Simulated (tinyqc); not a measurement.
Schottky barrier on an n-type semiconductor, non-linear Poisson equation by Newton steps: one step of the calculation.

One dimension, metal at x = 0, donor density C(x) = Nd, uniform. Energies are counted from the electron Fermi level of the semiconductor and the conduction-band edge is Ec = -psi, so n = Nc exp(psi/Vt); holes follow the Fermi level of the metal, at -V, so p = Nv exp((V - psi - Eg)/Vt). Ends: psi(0) = V - phiB and psi = Vt ln(Nd/Nc) deep inside. Boltzmann statistics, full ionisation, no current, no image force in the Poisson equation.

Problem. End potentials, built-in voltage, Debye length. psi_0 = V - phiB, psi_b = Vt ln(Nd/Nc), Vbi = phiB - Vt ln(Nc/Nd), LD = sqrt(eps0 eps_r Vt/(q Nd)), W = sqrt(2 eps0 eps_r (Vbi - V)/(q Nd)), hole density at the metal p_0 = Nv exp((phiB - Eg)/Vt).

Inputs (values chosen for the exercise); band and dielectric values close to those of silicon: temperature T = 450 K; band gap Eg = 1.11 eV; relative permittivity eps_r = 11.5; conduction-band density of states at T Nc = 5.05e19 cm^-3; valence-band density of states at T Nv = 4.79e19 cm^-3; donor density deep in the semiconductor Nd = 1.9e17 cm^-3; barrier height phiB = 0.78 eV; bias of the metal against the semiconductor V = -1.6 V.

Constants: q = 1.602176634e-19 C, kB = 1.380649e-23 J/K, Vt = kB T/q, eps0 = 8.8541878128e-14 F/cm where lengths are in cm. Results are converted to the units shown.

Wanted: psi_0; psi_b; Vbi; LD; W for uniform Nd; p_0.

Solution.

psi_0 = -2.3800 V
psi_b = -0.21649 V
Vbi = 0.56351 V
LD = 11.389 nm
W for uniform Nd = 120.31 nm
p_0 = 9.6494e15 cm^-3

The hole density at the metal is 0.051 times Nd.

tinyqc, about 0.05 s, one thread, Intel Xeon 2.30GHz (shared host): `OMP_NUM_THREADS=1 python tinyqc.py 2020123 2020124 out.jsonl`
